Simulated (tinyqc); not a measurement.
## Gated two-dimensional channel with two bands, quantum capacitance: effect of the gate voltage

phi is the Fermi level above the lowest band edge, in volts; Vg is counted from the gate voltage at which an empty channel would have phi = 0. The channel has no thickness; trap charge is -q Dit phi.

D1 = gv md m0 q/(pi hbar^2), D2 = g2 m2 m0 q/(pi hbar^2) per eV; n1 = D1 Vt ln(1 + exp(phi/Vt)), n2 = D2 Vt ln(1 + exp((phi - E2)/Vt)), n = n1 + n2; Cq = q dn/dphi = q [D1/(1 + exp(-phi/Vt)) + D2/(1 + exp((E2 - phi)/Vt))]. Cox = eps0 eox/tox; Vg = phi + q (n + Dit phi)/Cox. 1/C_G = 1/Cox + 1/(Cq + q Dit); dphi/dVg = Cox/(Cox + Cq + q Dit).

Values chosen for this exercise; lowest band close to that of monolayer WSe2:
- T = 300 K (temperature)
- eox = 3.9 (relative permittivity of the gate insulator (close to silicon dioxide))
- tox = 5.7 nm (insulator thickness)
- md = 0.347 m0 (in-plane mass)
- gv = 2 (valley degeneracy)
- m2 = 0.48 m0 (in-plane mass of a second band, chosen freely)
- g2 = 4 (valley degeneracy of that band, chosen freely)
- E2 = 0.09 eV (second band edge above the first)
- Dit = 0 cm^-2 eV^-1 (density of traps)

Constants: q = 1.602176634e-19 C, kB = 1.380649e-23 J/K, hbar = 1.054571817e-34 J s, m0 = 9.1093837015e-31 kg, Vt = kB T/q, eps0 = 8.8541878128e-14 F/cm where lengths are in cm. Results are converted to the units shown.

The same in every row: Cox (uF/cm^2) = 0.60581.

Result of one run:
```
Vg (V)    phi (V)  n (cm^-2)  Cq (uF/cm^2)  C_G (uF/cm^2)  dphi/dVg  share of the second band (%)
0.8     -0.020327  3.1018e12        16.313        0.58412  0.035808                        9.3032
```

What becomes of these results when the gate voltage Vg is changed from 0.8 to 0.02 V, all else the same?

Result of the changed run:
```
Vg (V)    phi (V)  n (cm^-2)  Cq (uF/cm^2)  C_G (uF/cm^2)  dphi/dVg  share of the second band (%)
0.02    -0.079027  3.7444e11        2.2721        0.47829   0.21050                        8.0070
```

The whole series:
```
Vg (V)    phi (V)  n (cm^-2)  Cq (uF/cm^2)  C_G (uF/cm^2)  dphi/dVg  share of the second band (%)
-0.2     -0.20091   3.4281e9      0.021242       0.020522   0.96612                        7.8454
-0.09    -0.11501  9.4575e10       0.58299        0.29709   0.50960                        7.8848
0.02    -0.079027  3.7444e11        2.2721        0.47829   0.21050                        8.0070
0.13    -0.061467  7.2397e11        4.3088        0.53114   0.12327                        8.1624
0.24    -0.050168  1.0972e12        6.3984        0.55341  0.086493                        8.3317
0.36    -0.041173  1.5169e12        8.6494        0.56616  0.065456                        8.5265
0.47    -0.034660  1.9082e12        10.659        0.57323  0.053778                        8.7122
0.58    -0.029206  2.3035e12        12.608        0.57804  0.045848                        8.9038
0.69    -0.024493  2.7016e12        14.492        0.58150  0.040125                        9.1009
0.8     -0.020327  3.1018e12        16.313        0.58412  0.035808                        9.3032
```

As Vg goes from -0.2 to 0.8, Cq rises from 0.0212 to 16.3 uF/cm^2, C_G/Cox rises from 0.0339 to 0.964 and n rises from 3.43e9 to 3.10e12 cm^-2. Cq is below Cox for Vg = -0.2, -0.09; there the density of states limits the response dn/dVg more than the insulator does.

Program tinyqc, `OMP_NUM_THREADS=1 python tinyqc.py 2200039 2200040 out.jsonl`; Intel Xeon 2.30GHz, shared host, one thread, about 0.01 s.
